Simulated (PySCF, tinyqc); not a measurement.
Inside a calculation. Method: CCSD on RHF in the sto-3g basis, for H3+, spin multiplicity 1. The lowest restricted solution is unstable here: a spin-polarised one lies 0.0050 hartree lower (PySCF). One step of it, computed by the program tinyqc.

Question. Orthogonalisation. S = U s U^T; symmetric (Loewdin) form X = U s^(-1/2) U^T, so that X^T S X = 1.

overlap S:
```
          1H 1s     2H 1s     3H 1s
1H 1s  1.000000  0.407511  0.407511
2H 1s  0.407511  1.000000  0.068873
3H 1s  0.407511  0.068873  1.000000
```

Give: eigenvalues of S; X.

Answer.

eigenvalues of S: 0.457  0.931  1.612

X:
```
        1H 1s   2H 1s   3H 1s
1H 1s   1.154  -0.244  -0.244
2H 1s  -0.244   1.075   0.038
3H 1s  -0.244   0.038   1.075
```
